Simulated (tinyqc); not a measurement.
Gain factor and gap resistance from two string resistances.

Problem. At small bit-line voltage each of the 48 cells has the resistance 1/(K x) at overdrive x (no mobility reduction) in series with a gap resistance Rg. Find K, Rg and the share of the gaps at the higher overdrive.

resistance of a string of 48 equal cells at overdrives of 4.4 and 7.2 V (kohm): 1698.3483  1187.2129

Answer. The resistance per cell is a straight line in 1/x with slope 1/K and intercept Rg.

K = 8.300 uA/V^2
Rg = 8.000 kohm
share of the gaps = 32.34 %

Computed by the program tinyqc: `OMP_NUM_THREADS=1 python tinyqc.py 2142137 2142138 out.jsonl`, one thread of a shared Intel Xeon 2.30GHz, about 0.9 s for the whole run.
